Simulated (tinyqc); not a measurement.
Grain-boundary diffusion: Harrison regimes, Fisher and Le Claire analysis, Hart average: one step, computed by the program tinyqc.

A boundary is a slab of width delta with diffusivity D_b, normal to a surface held at constant concentration; it leaks into grains of diffusivity D.

Task: Penetration along an isolated boundary. Fisher: the mean concentration falls as exp(-y/y_F), y_F = sqrt(P) (pi t/(4 D))^(1/4), with the boundary equation P d2c/dy2 = 2 c sqrt(D/(pi t)). Le Claire (from the Whipple solution): ln c falls as -(y/y_L)^(6/5) with P = 1.322 sqrt(D/t) y_L^2.

Inputs (values chosen for the exercise, for a model polycrystal): temperature T = 583 K; time t = 4000 s.

triple product P = 1.027040e-22 m^3/s

D = 7.377925e-19 m^2/s

Give: Fisher depth y_F; Le Claire depth y_L.

Result:

Fisher depth y_F = 2.5888 um

Le Claire depth y_L = 2.3917 um
